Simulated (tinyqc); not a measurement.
Changing the void surface energy gamma: nucleation and growth of vacancy voids in a cooling silicon-like crystal. Computed by tinyqc, a small Python program. Command: `OMP_NUM_THREADS=1 python tinyqc.py 3019731 3019732 out.jsonl voids sweep`. One thread of a shared host (Intel(R) Xeon(R) Processor @ 2.30GHz), about 0.4 s of CPU time with the checks.

Spherical voids; vacancies are lost only to voids.

Inputs (values chosen for the exercise, for a model crystal):

| quantity | value | unit |
|---|---|---|
| vacancy density at the melting point C_m | 8.1e+14 | 1/cm^3 |
| formation energy E_f | 4.23 | eV |
| melting point T_m | 1685 | K |
| diffusion prefactor D0 | 0.00048 | cm^2/s |
| migration energy E_m | 0.48 | eV |
| site density rho | 5e+22 | 1/cm^3 |
| cooling rate q | 0.36 | K/min |
| vacancy excess C0 | 6e+13 | 1/cm^3 |
| temperature step | 0.125 | K |

Vacancy supply: given.

Constants: k_B = 8.617333262e-05 eV/K; k_B = 1.380649e-23 J/K.

Method:
- C = C0 as given.
- C_e = C_m exp[-(E_f/k_B)(1/T - 1/T_m)]; D = D0 exp(-E_m/(k_B T)); f = k_B T ln(C/C_e); r* = 2 gamma/(rho f); W* = 16 pi gamma^3/(3 rho^2 f^2); Z = f/sqrt(12 pi W* k_B T); I = rho Z (4 pi r* D C) exp(-W*/(k_B T)).
- March down from 1500 K in steps dT, dt = dT/q, with values at the upper end of each step: a class of I dt voids is born with r*; then all classes grow by r^2 += 2 D (C - C_e) dt/rho; C falls by the vacancies added to voids. Stop at 1150 K. T_n is the T of the largest I, N the final count (classes under 1e-6 /cm^3 are dropped), and the mean radius the number average.

One run for each value:

| void surface energy gamma (J/m^2) | temperature of peak nucleation T_n (K) | void density N (1/cm^3) | mean radius (nm) |
|---|---|---|---|
| 0.700 | 1433.500 | 9.2824e+05 | 67.286 |
| 0.767 | 1416.375 | 8.8872e+05 | 68.206 |
| 0.833 | 1398.500 | 8.7218e+05 | 68.565 |
| 0.900 | 1379.375 | 8.7336e+05 | 68.455 |
| 0.967 | 1359.250 | 8.9002e+05 | 67.937 |
| 1.100 | 1315.875 | 9.6588e+05 | 65.907 |

Give the missing row, void surface energy gamma (J/m^2) = 1.030.

Computed row:
```
void surface energy gamma (J/m^2)  temperature of peak nucleation T_n (K)  void density N (1/cm^3)  mean radius (nm)
1.030                                                            1339.250               9.1883e+05            67.128
```

Interpolating between the two neighbouring rows (linearly) misses most in void density N (1/cm^3), by 0.78 %. Over the rows, temperature of peak nucleation T_n (K) falls from 1430 to 1320 (exponent d ln y / d ln x -0.13 between the first rows and -0.27 between the last); void density N (1/cm^3) goes from 928000 through a minimum among these rows, 872000 at 0.833, to 966000; mean radius (nm) goes from 67.3 through a maximum among these rows, 68.6 at 0.833, to 65.9. The surface energy sets the supersaturation needed and so T_n; N and r respond far less than the rate at fixed T would.

Extremes, crossings and ranges named in words are read from the listed rows.
